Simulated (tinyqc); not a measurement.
Worked calculation: UHF in the sto-6g basis, for H4+, spin multiplicity 2. One step of it, computed by the program tinyqc.

Question. Iteration 75 (converged): orbitals. Diagonalise F' = X^T F X, C = X C', fill 2 alpha and 1 beta electrons from the bottom; D(s) = C_occ C_occ^T. Each column has its largest component positive (the first on a tie).

converged F(alpha) (hartree), order 1H 1s, 2H 1s, 3H 1s, 4H 1s:
```
[[-0.678925, -0.470420, -0.107449, 0.008535],
 [-0.470420, -0.521020, -0.423260, -0.107439],
 [-0.107449, -0.423260, -0.521019, -0.470417],
 [0.008535, -0.107439, -0.470417, -0.678956]]
```

converged F(beta) (hartree), order 1H 1s, 2H 1s, 3H 1s, 4H 1s:
```
[[-0.164631, -0.298793, -0.117487, -0.021872],
 [-0.298793, -0.621664, -0.582951, -0.117478],
 [-0.117487, -0.582951, -0.621644, -0.298770],
 [-0.021872, -0.117478, -0.298770, -0.164592]]
```

X, order 1H 1s, 2H 1s, 3H 1s, 4H 1s:
```
[[-0.465991, 0.687699, 0.596644, 0.282080],
 [0.941645, -0.408167, 0.295261, 0.475263],
 [-0.941645, -0.408167, -0.295261, 0.475263],
 [0.465991, 0.687699, -0.596644, 0.282080]]
```

Give: F' = X^T F X; orbital energies; coefficients C; F' = X^T F X; orbital energies; coefficients C; D(alpha) after iteration 75; D(beta) after iteration 75.

Answer.

F' = X^T F X (alpha) (hartree):
```
[[0.1652, 0.0000, 0.0199, 0.0000],
 [0.0000, -0.2999, 0.0000, -0.1384],
 [0.0199, 0.0000, -0.7623, 0.0000],
 [0.0000, -0.1384, 0.0000, -0.8431]]
```

orbital energies (alpha) (hartree): [-0.8764, -0.7627, -0.2667, 0.1656]

coefficients C (alpha), order 1H 1s, 2H 1s, 3H 1s, 4H 1s:
```
[[0.4348, 0.6065, 0.6028, -0.4531],
 [0.3668, 0.2750, -0.5078, 0.9478],
 [0.3668, -0.2749, -0.5079, -0.9478],
 [0.4349, -0.6065, 0.6028, 0.4531]]
```

F' = X^T F X (beta) (hartree):
```
[[0.1876, 0.0000, -0.0960, 0.0000],
 [0.0000, -0.1104, 0.0000, 0.2188],
 [-0.0960, 0.0000, -0.2361, 0.0000],
 [0.0000, 0.2188, 0.0000, -0.7971]]
```

orbital energies (beta) (hartree): [-0.8608, -0.2569, -0.0466, 0.2083]

coefficients C (beta), order 1H 1s, 2H 1s, 3H 1s, 4H 1s:
```
[[0.0784, -0.4849, 0.7392, 0.5814],
 [0.5705, -0.4873, -0.2589, -0.8581],
 [0.5705, 0.4874, -0.2588, 0.8581],
 [0.0783, 0.4848, 0.7392, -0.5815]]
```

D(alpha) after iteration 75, order 1H 1s, 2H 1s, 3H 1s, 4H 1s:
```
[[0.5569, 0.3263, -0.0072, -0.1788],
 [0.3263, 0.2102, 0.0590, -0.0073],
 [-0.0072, 0.0590, 0.2102, 0.3263],
 [-0.1788, -0.0073, 0.3263, 0.5570]]
```

D(beta) after iteration 75, order 1H 1s, 2H 1s, 3H 1s, 4H 1s:
```
[[0.0061, 0.0447, 0.0447, 0.0061],
 [0.0447, 0.3255, 0.3255, 0.0447],
 [0.0447, 0.3255, 0.3255, 0.0447],
 [0.0061, 0.0447, 0.0447, 0.0061]]
```
